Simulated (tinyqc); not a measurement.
From results back to parameters: conductance of a narrow metal strip with scatterers (square lattice, Green functions). Three cases, with inputs chosen for the exercise.

Problem. Boundaries with reflection R, a distance dg apart, add incoherently to the scattering in a one-dimensional channel: rho/rho0 = 1 + (lam/dg) R/(1 - R). The ratio comes from a hidden R.

Find: R; effective mean free path lam rho0/rho.

Method. y = (rho/rho0 - 1) dg/lam = R/(1 - R), so R = y/(1 + y).

Case 1.

Values chosen (out of a larger set: hopping and spacing of the size met in Cu or Al; the lattice is a model; not measured data): lam = 22 nm (bulk mean free path); dg = 16 nm (distance between boundaries).

rho/rho0 = 1.48311

Solution.

R = 0.260
effective mean free path lam rho0/rho = 14.83 nm

Case 2.

Values chosen (out of a larger set: hopping and spacing of the size met in Cu or Al; the lattice is a model; not measured data): lam = 30 nm (bulk mean free path); dg = 31 nm (distance between boundaries).

rho/rho0 = 1.25725

Solution.

R = 0.210
effective mean free path lam rho0/rho = 23.86 nm

Case 3.

Values chosen (out of a larger set: hopping and spacing of the size met in Cu or Al; the lattice is a model; not measured data): lam = 42 nm (bulk mean free path); dg = 52 nm (distance between boundaries).

rho/rho0 = 1.18946

Solution.

R = 0.190
effective mean free path lam rho0/rho = 35.31 nm

Computed by tinyqc, one run a case: `OMP_NUM_THREADS=1 python tinyqc.py N N+1 out.jsonl` with N = 1481196, 1481235, 1481254; one thread of a shared Intel(R) Xeon(R) Processor @ 2.30GHz, about 0.01 s a run at most.
